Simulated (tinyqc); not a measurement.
Inside a calculation. Method: UHF in the 3-21g basis, for H2, spin multiplicity 1. One step of it, computed by the program tinyqc.

Problem. Iteration 2: DIIS coefficients. Solve [B -1; -1 0][c; lambda] = [0; -1] for the coefficients, which sum to one.

B (overlaps of the stored error matrices):
```
               1              2
1  8.6575364e-02  1.6172127e-02
2  1.6172127e-02  4.7713218e-03
```

Give: DIIS coefficients.

Solution.

DIIS coefficients: -0.193  1.193
